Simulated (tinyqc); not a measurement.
Inside a calculation. Method: CCD on RHF in the 6-311g basis, for H2, spin multiplicity 1. One step of it, computed by the program tinyqc.

Question. Integrals over molecular orbitals. (pq|rs) = sum C_ip C_jq C_kr C_ls (ij|kl), one index at a time.

coefficients C:
```
,MO1,MO2,MO3,MO4,MO5,MO6
1H 1s,0.158638,0.106547,-0.045280,-0.098110,-1.086881,-1.131977
1H 2s,0.306624,0.083521,-0.834371,-1.318072,1.632898,1.212710
1H 3s,0.171620,1.492609,0.892882,1.844394,-1.035374,-0.466912
2H 1s,0.158638,-0.106547,-0.045280,0.098110,1.086881,-1.131977
2H 2s,0.306624,-0.083521,-0.834371,1.318072,-1.632898,1.212710
2H 3s,0.171620,-1.492609,0.892882,-1.844394,1.035374,-0.466912
```

core Hamiltonian H = T + V (hartree):
```
,1H 1s,1H 2s,1H 3s,2H 1s,2H 2s,2H 3s
1H 1s,-0.321501,-0.874955,-0.600637,-0.271029,-0.464395,-0.444524
1H 2s,-0.874955,-0.923231,-0.774782,-0.464395,-0.659634,-0.639896
1H 3s,-0.600637,-0.774782,-0.762503,-0.444524,-0.639896,-0.680734
2H 1s,-0.271029,-0.464395,-0.444524,-0.321501,-0.874955,-0.600637
2H 2s,-0.464395,-0.659634,-0.639896,-0.874955,-0.923231,-0.774782
2H 3s,-0.444524,-0.639896,-0.680734,-0.600637,-0.774782,-0.762503
```

Two-electron integrals (ij|kl) in chemists' order, unique and non-zero (hartree):
```
i,j,k,l,(ij|kl)
1,1,1,1,1.393035
2,1,1,1,0.822971
2,1,2,1,0.509703
2,2,1,1,0.822904
2,2,2,1,0.543028
2,2,2,2,0.644106
3,1,1,1,0.411256
3,1,2,1,0.257757
3,1,2,2,0.279868
3,1,3,1,0.130794
3,2,1,1,0.543681
3,2,2,1,0.365771
3,2,2,2,0.452669
3,2,3,1,0.189803
3,2,3,2,0.325140
3,3,1,1,0.494021
3,3,2,1,0.340115
3,3,2,2,0.445993
3,3,3,1,0.178035
3,3,3,2,0.331779
3,3,3,3,0.361682
4,1,1,1,0.080691
4,1,2,1,0.052783
4,1,2,2,0.061068
4,1,3,1,0.027105
4,1,3,2,0.042306
4,1,3,3,0.040722
4,1,4,1,0.009404
4,2,1,1,0.167529
4,2,2,1,0.115364
4,2,2,2,0.148507
4,2,3,1,0.060306
4,2,3,2,0.108092
4,2,3,3,0.111701
4,2,4,1,0.023205
4,2,4,2,0.071248
4,3,1,1,0.143125
4,3,2,1,0.099566
4,3,2,2,0.131999
4,3,3,1,0.052271
4,3,3,2,0.097821
4,3,3,3,0.104217
4,3,4,1,0.020113
4,3,4,2,0.066345
4,3,4,3,0.063800
4,4,1,1,0.513858
4,4,2,1,0.361238
4,4,2,2,0.491256
4,4,3,1,0.190442
4,4,3,2,0.368087
4,4,3,3,0.396830
4,4,4,1,0.080691
4,4,4,2,0.291901
4,4,4,3,0.285338
4,4,4,4,1.393035
5,1,1,1,0.291901
5,1,2,1,0.183132
5,1,2,2,0.199092
5,1,3,1,0.092950
5,1,3,2,0.135067
5,1,3,3,0.126738
5,1,4,1,0.023205
5,1,4,2,0.052345
5,1,4,3,0.045087
5,1,4,4,0.167529
5,1,5,1,0.071248
5,2,1,1,0.380350
5,2,2,1,0.255737
5,2,2,2,0.315662
5,2,3,1,0.132663
5,2,3,2,0.226245
5,2,3,3,0.229819
5,2,4,1,0.038297
5,2,4,2,0.104837
5,2,4,3,0.096006
5,2,4,4,0.380350
5,2,5,1,0.104837
5,2,5,2,0.188330
5,3,1,1,0.317318
5,3,2,1,0.217874
5,3,2,2,0.283155
5,3,3,1,0.113914
5,3,3,2,0.209154
5,3,3,3,0.224236
5,3,4,1,0.034047
5,3,4,2,0.102305
5,3,4,3,0.097691
5,3,4,4,0.394201
5,3,5,1,0.090424
5,3,5,2,0.178343
5,3,5,3,0.180313
5,4,1,1,0.361238
5,4,2,1,0.252923
5,4,2,2,0.341123
5,4,3,1,0.133128
5,4,3,2,0.255219
5,4,3,3,0.275937
5,4,4,1,0.052783
5,4,4,2,0.183132
5,4,4,3,0.179107
5,4,4,4,0.822971
5,4,5,1,0.115364
5,4,5,2,0.255737
5,4,5,3,0.265857
5,4,5,4,0.509703
5,5,1,1,0.491256
5,5,2,1,0.341123
5,5,2,2,0.454625
5,5,3,1,0.179081
5,5,3,2,0.340161
5,5,3,3,0.371899
5,5,4,1,0.061068
5,5,4,2,0.199092
5,5,4,3,0.194952
5,5,4,4,0.822904
5,5,5,1,0.148507
5,5,5,2,0.315662
5,5,5,3,0.330905
5,5,5,4,0.543028
5,5,5,5,0.644106
6,1,1,1,0.285338
6,1,2,1,0.179107
6,1,2,2,0.194952
6,1,3,1,0.090925
6,1,3,2,0.132335
6,1,3,3,0.124278
6,1,4,1,0.020113
6,1,4,2,0.045087
6,1,4,3,0.039024
6,1,4,4,0.143125
6,1,5,1,0.066345
6,1,5,2,0.096006
6,1,5,3,0.082672
6,1,5,4,0.099566
6,1,5,5,0.131999
6,1,6,1,0.063800
6,2,1,1,0.394201
6,2,2,1,0.265857
6,2,2,2,0.330905
6,2,3,1,0.138079
6,2,3,2,0.238431
6,2,3,3,0.244616
6,2,4,1,0.034047
6,2,4,2,0.090424
6,2,4,3,0.082672
6,2,4,4,0.317318
6,2,5,1,0.102305
6,2,5,2,0.178343
6,2,5,3,0.167964
6,2,5,4,0.217874
6,2,5,5,0.283155
6,2,6,1,0.097691
6,2,6,2,0.180313
6,3,1,1,0.383693
6,3,2,1,0.264919
6,3,2,2,0.350116
6,3,3,1,0.138830
6,3,3,2,0.261827
6,3,3,3,0.288590
6,3,4,1,0.035539
6,3,4,2,0.103364
6,3,4,3,0.098521
6,3,4,4,0.383693
6,3,5,1,0.103364
6,3,5,2,0.198662
6,3,5,3,0.201149
6,3,5,4,0.264919
6,3,5,5,0.350116
6,3,6,1,0.098521
6,3,6,2,0.201149
6,3,6,3,0.245436
6,4,1,1,0.190442
6,4,2,1,0.133128
6,4,2,2,0.179081
6,4,3,1,0.070035
6,4,3,2,0.133943
6,4,3,3,0.145011
6,4,4,1,0.027105
6,4,4,2,0.092950
6,4,4,3,0.090925
6,4,4,4,0.411256
6,4,5,1,0.060306
6,4,5,2,0.132663
6,4,5,3,0.138079
6,4,5,4,0.257757
6,4,5,5,0.279868
6,4,6,1,0.052271
6,4,6,2,0.113914
6,4,6,3,0.138830
6,4,6,4,0.130794
6,5,1,1,0.368087
6,5,2,1,0.255219
6,5,2,2,0.340161
6,5,3,1,0.133943
6,5,3,2,0.255230
6,5,3,3,0.281896
6,5,4,1,0.042306
6,5,4,2,0.135067
6,5,4,3,0.132335
6,5,4,4,0.543681
6,5,5,1,0.108092
6,5,5,2,0.226245
6,5,5,3,0.238431
6,5,5,4,0.365771
6,5,5,5,0.452669
6,5,6,1,0.097821
6,5,6,2,0.209154
6,5,6,3,0.261827
6,5,6,4,0.189803
6,5,6,5,0.325140
6,6,1,1,0.396830
6,6,2,1,0.275937
6,6,2,2,0.371899
6,6,3,1,0.145011
6,6,3,2,0.281896
6,6,3,3,0.319908
6,6,4,1,0.040722
6,6,4,2,0.126738
6,6,4,3,0.124278
6,6,4,4,0.494021
6,6,5,1,0.111701
6,6,5,2,0.229819
6,6,5,3,0.244616
6,6,5,4,0.340115
6,6,5,5,0.445993
6,6,6,1,0.104217
6,6,6,2,0.224236
6,6,6,3,0.288590
6,6,6,4,0.178035
6,6,6,5,0.331779
6,6,6,6,0.361682
```

Give: one-electron integrals over orbitals h = C^T H C; Two-electron integrals over orbitals.

Answer.

one-electron integrals over orbitals h = C^T H C (hartree):
```
,1,2,3,4,5,6
1,-1.0847,0.0000,0.1186,0.0000,0.0000,0.0585
2,0.0000,-0.5504,0.0000,0.2045,0.0310,0.0000
3,0.1186,0.0000,-0.3252,0.0000,0.0000,-0.1344
4,0.0000,0.2045,0.0000,-0.2609,-0.1950,0.0000
5,0.0000,0.0310,0.0000,-0.1950,1.4238,0.0000
6,0.0585,0.0000,-0.1344,0.0000,0.0000,1.5454
```

Two-electron integrals over orbitals (pq|rs), unique and non-zero (hartree):
```
p,q,r,s,(pq|rs)
1,1,1,1,0.5629
2,1,2,1,0.0761
2,2,1,1,0.3723
2,2,2,2,0.3195
3,1,1,1,-0.1186
3,1,2,2,-0.0411
3,1,3,1,0.0538
3,2,2,1,0.0115
3,2,3,2,0.0288
3,3,1,1,0.3546
3,3,2,2,0.2824
3,3,3,1,-0.0397
3,3,3,3,0.2811
4,1,2,1,-0.0755
4,1,3,2,0.0109
4,1,4,1,0.0944
4,2,1,1,-0.1400
4,2,2,2,-0.0625
4,2,3,1,0.0495
4,2,3,3,-0.0526
4,2,4,2,0.0666
4,3,2,1,0.0532
4,3,3,2,0.0130
4,3,4,1,-0.0507
4,3,4,3,0.0441
4,4,1,1,0.4495
4,4,2,2,0.3362
4,4,3,1,-0.0797
4,4,3,3,0.3051
4,4,4,2,-0.1010
4,4,4,4,0.3899
5,1,2,1,-0.0286
5,1,3,2,0.0204
5,1,4,1,0.0527
5,1,4,3,-0.0281
5,1,5,1,0.0725
5,2,1,1,-0.0298
5,2,2,2,0.0044
5,2,3,1,0.0250
5,2,3,3,-0.0064
5,2,4,2,0.0139
5,2,4,4,-0.0209
5,2,5,2,0.0307
5,3,2,1,0.0348
5,3,3,2,-0.0093
5,3,4,1,-0.0475
5,3,4,3,0.0245
5,3,5,1,-0.0410
5,3,5,3,0.0314
5,4,1,1,0.1238
5,4,2,2,0.0419
5,4,3,1,-0.0568
5,4,3,3,0.0462
5,4,4,2,-0.0540
5,4,4,4,0.0880
5,4,5,2,-0.0418
5,4,5,4,0.0828
5,5,1,1,0.5886
5,5,2,2,0.3876
5,5,3,1,-0.1386
5,5,3,3,0.3600
5,5,4,2,-0.1599
5,5,4,4,0.4842
5,5,5,2,-0.0643
5,5,5,4,0.1824
5,5,5,5,0.7128
6,1,1,1,-0.0585
6,1,2,2,-0.0194
6,1,3,1,0.0370
6,1,3,3,-0.0180
6,1,4,2,0.0323
6,1,4,4,-0.0528
6,1,5,2,0.0388
6,1,5,4,-0.0658
6,1,5,5,-0.1283
6,1,6,1,0.0691
6,2,2,1,-0.0142
6,2,3,2,0.0084
6,2,4,1,0.0253
6,2,4,3,-0.0162
6,2,5,1,0.0381
6,2,5,3,-0.0196
6,2,6,2,0.0223
6,3,1,1,0.0857
6,3,2,2,0.0392
6,3,3,1,-0.0342
6,3,3,3,0.0320
6,3,4,2,-0.0379
6,3,4,4,0.0649
6,3,5,2,-0.0198
6,3,5,4,0.0479
6,3,5,5,0.1229
6,3,6,1,-0.0382
6,3,6,3,0.0321
6,4,2,1,0.0326
6,4,3,2,-0.0199
6,4,4,1,-0.0545
6,4,4,3,0.0257
6,4,5,1,-0.0626
6,4,5,3,0.0392
6,4,6,2,-0.0336
6,4,6,4,0.0604
6,5,2,1,0.1182
6,5,3,2,-0.0118
6,5,4,1,-0.1451
6,5,4,3,0.0885
6,5,5,1,-0.1190
6,5,5,3,0.0906
6,5,6,2,-0.0621
6,5,6,4,0.1155
6,5,6,5,0.2923
6,6,1,1,0.5912
6,6,2,2,0.3806
6,6,3,1,-0.1371
6,6,3,3,0.3617
6,6,4,2,-0.1598
6,6,4,4,0.4801
6,6,5,2,-0.0644
6,6,5,4,0.1797
6,6,5,5,0.7012
6,6,6,1,-0.1173
6,6,6,3,0.1183
6,6,6,6,0.7015
```
